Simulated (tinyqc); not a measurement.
From results back to parameters: quantum well in an electric field by finite differences. Four cases, with inputs chosen for the exercise.

Problem. For hard walls second order gives dE1 = -C m (e F)^2 L^4/(2c) with C = (15/pi^2 - 1)/(24 pi^2) and c = hbar^2/2m0; 1 kV/cm = 1e-5 eV/angstrom. The shift below was computed from a hidden field. The formula holds while e F L is small against E2 - E1 = 3 c pi^2/(m L^2).

Constants: hbar^2/2m0 = 3.80998211 eV angstrom^2.

Case 1.

Values chosen (out of a larger set: near those of a non-polar GaN well in AlGaN; not measured data): Lh = 140 angstrom (width); mh = 0.201 m0 (mass).

|dE1| = 0.320227 meV

Case 2.

Values chosen (out of a larger set: near those of a GaAs well in AlGaAs; not measured data): Lh = 70 angstrom (width); mh = 0.33 m0 (mass).

|dE1| = 0.715598 meV

Case 3.

Values chosen (out of a larger set: near those of a non-polar GaN well in AlGaN; not measured data): Lh = 195 angstrom (width); mh = 0.203 m0 (mass).

|dE1| = 0.00746926 meV

Case 4.

Values chosen (out of a larger set: near those of a strained Si well in SiGe; not measured data): Lh = 215 angstrom (width); mh = 0.32 m0 (mass).

|dE1| = 0.0569100 meV

Find: C; F; e F L/(E2 - E1).

Solution. F = sqrt(2c |dE1|/(C m L^4)). The last ratio is below 1, so second order is a fair guide.

Case 1.

C = 0.002195
F = 12.0 kV/cm
e F L/(E2 - E1) = 0.59

Case 2.

C = 0.002195
F = 56.0 kV/cm
e F L/(E2 - E1) = 0.56

Case 3.

C = 0.002195
F = 0.940 kV/cm
e F L/(E2 - E1) = 0.13

Case 4.

C = 0.002195
F = 1.70 kV/cm
e F L/(E2 - E1) = 0.48

Computed by tinyqc, one run a case: `OMP_NUM_THREADS=1 python tinyqc.py N N+1 out.jsonl` with N = 1252718, 1280121, 1280132, 1280149; one thread of a shared Intel(R) Xeon(R) Processor @ 2.30GHz, about 0.03 s a run at most.
